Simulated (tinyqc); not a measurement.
Hall factor, magnetoresistance and optical conductivity for a power-law relaxation time: one step, computed by the program tinyqc.

One spherical parabolic band, tau(E) = tau_0 x^s with x = E/(k_B T). Landau quantisation is left out.

Problem. Response at frequency f. <y> = int y x^(3/2) f (1 - f) dx / int x^(3/2) f (1 - f) dx, f = 1/(1 + exp(x - eta)). Integrals over x = E/(k_B T) use 160 Gauss-Legendre points in u = sqrt(x) from 0 to sqrt(max(eta, 0) + 45). sigma(w) = (n e^2/m) <tau/(1 - i w tau)>, w = 2 pi f; eps = eps_inf + i sigma/(eps_0 w); N = sqrt(eps); absorption coefficient 2 w Im N/c; reflectivity |(N - 1)/(N + 1)|^2; plasma frequency sqrt(n e^2/(eps_inf eps_0 m))/(2 pi).

Inputs (values chosen for the exercise, with a mass close to that of electrons in InAs):
```
quantity                         value  unit
effective mass m                 0.023   m_0
exponent s                        -0.5     -
tau_0                               56    fs
reduced Fermi level eta             11     -
temperature T                      350     K
frequency f                         21   THz
background permittivity eps_inf   6.23     -
```

density n = 3.058277e+18 1/cm^3

Constants: e = 1.602176634e-19 C; m_0 = 9.1093837015e-31 kg; eps_0 = 8.8541878128e-12 F/m; c = 299792458 m/s.

Give: sigma(w); permittivity; refractive index; absorption coefficient; reflectivity; plasma frequency.

Solution.

sigma(w) = 107.0+234.9i S/cm

permittivity = -13.88+9.16i

refractive index = 1.172+3.906i

absorption coefficient = 34381 1/cm

reflectivity = 0.7652

plasma frequency = 41.48 THz
